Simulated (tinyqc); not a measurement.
Inside a calculation. Method: Pariser-Parr-Pople SCF with singles CI, for the molecule C=CC=C(F)C=C (SMILES; centres numbered as the heavy atoms are written). Computed by tinyqc, a small Python program that keeps every step. Settings: charge = 0, gamma = Ohno, start = huckel, damping = 0.3, iteration cap = 89, excitations kept = 4. Command: `OMP_NUM_THREADS=1 python tinyqc.py 27887 27888 out.jsonl` (the two numbers bound the seeds that draw the settings). One thread of a shared host (Intel(R) Xeon(R) Processor @ 2.60GHz), about 0.01 s of CPU time with the checks. Later iterations appear only in the table of the cycle.

## PPP integrals

Centres (angstrom, eV; a flat drawing with bonds scaled to 1.40 angstrom):
```
centre          x          y  core charge z          W   gamma_rr
1C      -3.161000  -0.301000              1  10.860000  10.170000
2C      -1.887000   0.280000              1  10.860000  10.170000
3C      -0.747000  -0.532000              1  10.860000  10.170000
4C       0.527000   0.050000              1  10.860000  10.170000
5F       0.660000   1.444000              2  37.490000  24.200000
6C       1.667000  -0.762000              1  10.860000  10.170000
7C       2.941000  -0.180000              1  10.860000  10.170000
```

Resonance integrals (eV):
```
i  j       beta
1  2  -2.390000
2  3  -2.390000
3  4  -2.390000
4  5  -1.980000
4  6  -2.390000
6  7  -2.390000
```

Ohno: gamma = 14.399645/sqrt(R^2 + a^2), a = 2 x 14.399645/(gamma_rr + gamma_ss); H_rr = -W_r - sum_(s != r) z_s gamma_rs; H_rs = beta for bonds.

repulsion gamma_rs (eV), lower triangle:
```
           1C         2C         3C         4C         5F         6C         7C
1C  10.170000
2C   7.231171  10.170000
3C   5.127867   7.232715  10.170000
4C   3.630756   5.128017   7.230111  10.170000
5F   3.361764   4.926242   5.610866   8.823958  24.200000
6C   2.850054   3.631664   5.128017   7.232715   5.612460  10.170000
7C   2.298322   2.850105   3.630675   5.128017   4.926752   7.230111  10.170000
```

core matrix H (eV), lower triangle:
```
            1C          2C          3C          4C          5F          6C          7C
1C  -38.721698
2C   -2.390000  -46.786157
3C    0.000000   -2.390000  -50.431118
4C    0.000000    0.000000   -2.390000  -56.857533
5F    0.000000    0.000000    0.000000   -1.980000  -70.752041
6C    0.000000    0.000000    0.000000   -2.390000    0.000000  -48.157481
7C    0.000000    0.000000    0.000000    0.000000    0.000000   -2.390000  -41.850734
```

## Starting guess

pi electrons, sum of z_r less the charge = 8

Orbitals of the Hueckel matrix of the beta values.

P at the start, lower triangle:
```
           1C         2C         3C        4C         5F        6C        7C
1C   1.289267
2C   0.796507   1.000000
3C  -0.289267   0.571544   1.289267
4C  -0.224963   0.000000   0.577462  1.000000
5F   0.349165  -0.186371  -0.349165  0.664770   1.421467
6C   0.000000  -0.064646   0.000000  0.417145   0.000000  1.000000
7C   0.160317   0.000000  -0.224963  0.000000  -0.319186  0.906538  1.000000
```

## Iteration 1: Fock matrix

F_rr = H_rr + P_rr gamma_rr / 2 + sum_(s != r) P_ss gamma_rs; F_rs = H_rs - P_rs gamma_rs / 2; E = tr P (H + F) / 2 + core repulsion sum_(r<s) z_r z_s gamma_rs.

F (eV), lower triangle:
```
           1C         2C         3C         4C          5F         6C         7C
1C  -4.765651
2C  -5.269840  -4.441076
3C   0.741660  -4.456909  -6.066831
4C   0.408393   0.000000  -4.477557  -7.738266
5F  -0.586905   0.459054   0.979559  -4.912952  -17.694768
6C   0.000000   0.117386   0.000000  -3.898546    0.000000  -6.714205
7C  -0.184230   0.000000   0.408383   0.000000    0.786274  -5.667184  -6.910228
```

pi energy = -124.768068 eV

## Iteration 1: orbitals and new P

Diagonalise F (the basis is taken as orthonormal) and form P = 2 sum c c over the lowest orbitals; 0.3 of the old P is kept.

orbital energies (eV): -19.964381  -13.912880  -11.935298  -8.868720  -2.817376  0.308053  2.859579

P after iteration 1, lower triangle:
```
           1C         2C         3C         4C         5F        6C        7C
1C   1.110551
2C   0.853952   0.998381
3C  -0.117124   0.501408   1.126663
4C  -0.324726   0.001331   0.711634   1.032310
5F   0.246271  -0.091205  -0.307012   0.440475   1.729220
6C  -0.012789  -0.059395   0.002533   0.398625  -0.029464  0.987014
7C   0.202778   0.007851  -0.286210  -0.004334  -0.169929  0.914146  1.015860
```

## Iteration 2: Fock matrix

As before.

F (eV), lower triangle:
```
           1C         2C         3C         4C          5F         6C         7C
1C  -5.368591
2C  -5.477537  -5.237898
3C   0.300299  -4.203270  -5.870449
4C   0.589500  -0.003413  -4.962598  -6.703772
5F  -0.413952   0.224650   0.861300  -3.923368  -15.201713
6C   0.018225   0.107851  -0.006495  -3.831572    0.082683  -6.053683
7C  -0.233024  -0.011187   0.519567   0.011112    0.418599  -5.694688  -6.247276
```

pi energy = -127.009727 eV

## Iteration 2: orbitals and new P

As before.

orbital energies (eV): -17.114092  -13.371709  -12.159950  -9.210773  -2.115677  0.753124  2.535696

P after iteration 2, lower triangle:
```
           1C         2C         3C         4C         5F        6C        7C
1C   1.054522
2C   0.883469   0.998272
3C  -0.064356   0.457575   1.076907
4C  -0.344611   0.004339   0.770162   1.025019
5F   0.190543  -0.056462  -0.277640   0.352711   1.841782
6C  -0.014028  -0.053912   0.008445   0.384370  -0.041435  0.985730
7C   0.203618   0.004866  -0.307049  -0.002502  -0.108055  0.920196  1.017770
```

## Iteration 3: Fock matrix

As before.

F (eV), lower triangle:
```
           1C         2C         3C         4C          5F         6C         7C
1C  -5.556774
2C  -5.584258  -5.485593
3C   0.165005  -4.044754  -5.832365
4C   0.625598  -0.011124  -5.174179  -6.310845
5F  -0.320280   0.139074   0.778901  -3.536154  -14.369931
6C   0.019991   0.097895  -0.021652  -3.780020    0.116276  -5.882635
7C  -0.233990  -0.006934   0.557397   0.006415    0.266181  -5.716560  -6.039416
```

pi energy = -127.776742 eV

## Iteration 3: orbitals and new P

As before.

orbital energies (eV): -16.196390  -13.235167  -12.176970  -9.320387  -1.873682  0.796612  2.528425

P after iteration 3, lower triangle:
```
           1C         2C         3C         4C         5F        6C        7C
1C   1.035974
2C   0.899716   0.998136
3C  -0.047784   0.429526   1.063837
4C  -0.342915   0.006060   0.798685   1.011931
5F   0.158810  -0.041551  -0.258105   0.313773   1.886466
6C  -0.013124  -0.050006   0.012622   0.374394  -0.047290  0.988158
7C   0.196009   0.001950  -0.314022  -0.000195  -0.079012  0.924347  1.015498
```

## Convergence

Stop when output and input P, before any damping, agree to 1e-7.

Course of the cycle:
```
iteration         E (eV)  largest |P(out) - P(in)|
1          -124.76806835                  4.40e-01
2          -127.00972734                  1.61e-01
3          -127.77674216                  6.38e-02
4          -128.04452490                  2.76e-02
5          -128.13925924                  1.69e-02
6          -128.17317286                  1.10e-02
7          -128.18546367                  7.12e-03
8          -128.18997587                  4.62e-03
9          -128.19165425                  2.99e-03
10         -128.19228664                  1.93e-03
11         -128.19252786                  1.25e-03
...                  ...                       ...
23         -128.19268096                  6.51e-06
24         -128.19268096                  4.20e-06
25         -128.19268097                  2.71e-06
26         -128.19268097                  1.75e-06
27         -128.19268097                  1.13e-06
28         -128.19268097                  7.33e-07
29         -128.19268097                  4.74e-07
30         -128.19268097                  3.07e-07
31         -128.19268097                  1.98e-07
32         -128.19268097                  1.28e-07
33         -128.19268097                  8.31e-08
```

Converged in 33 iterations.

## Converged orbitals

Charges are z - P_rr.

orbital energies (eV): -15.629423  -13.121670  -12.174213  -9.450303  -1.678864  0.784742  2.538312

coefficients:
```
         MO1        MO2        MO3        MO4        MO5        MO6        MO7
1C  0.057795  -0.328276  -0.382316   0.505690  -0.444608  -0.463056   0.273697
2C  0.125285  -0.470167  -0.437683   0.263685   0.247811   0.507063  -0.428517
3C  0.263048  -0.440270  -0.177937  -0.489090   0.420420  -0.138748   0.519704
4C  0.490406  -0.228966   0.119230  -0.428540  -0.432179  -0.233803  -0.517467
5F  0.771644   0.529938  -0.177147   0.234661   0.143389   0.054727   0.117173
6C  0.246222  -0.304762   0.558446   0.186012  -0.314011   0.511417   0.374008
7C  0.123335  -0.226276   0.522636   0.402772   0.508152  -0.435900  -0.223579
```

pi charges: 1C -0.025986, 2C 0.004301, 3C -0.067807, 4C 0.018429, 5F 0.074570, 6C 0.000065, 7C -0.003571

## Singles CI, singlets

Over the 4 single excitations with the smallest orbital gaps: A = (e_a - e_i) delta + 2 (ia|jb) - (ij|ab), with (pq|rs) = sum c_mp c_mq gamma_mn c_nr c_ns. f = 2/3 w |mu|^2 in atomic units, mu = sqrt2 sum c_ia sum_m c_mi c_ma R_m.

singlet CI matrix (eV), lower triangle:
```
           4>5        4>6       3>5       2>5
4>5   4.007071
4>6  -0.064210   5.878459
3>5  -0.059666  -0.004287  6.130204
2>5  -0.135920   0.030776  0.162762  6.586599
```

singlet excitation energies (eV): 3.996614  5.878401  6.079068  6.648249

oscillator strengths: 1.347240  0.015699  0.042184  0.048026

## Singles CI, triplets

Over the 4 single excitations with the smallest orbital gaps: A = (e_a - e_i) delta - (ij|ab), with (pq|rs) = sum c_mp c_mq gamma_mn c_nr c_ns.

triplet CI matrix (eV), lower triangle:
```
           4>5       4>6       3>5       2>5
4>5   2.005845
4>6  -0.325243  4.647209
3>5  -0.184735  1.201841  4.814884
2>5  -0.329971  0.163502  0.191622  5.645740
```

triplet excitation energies (eV): 1.940314  3.534153  5.503295  6.135917
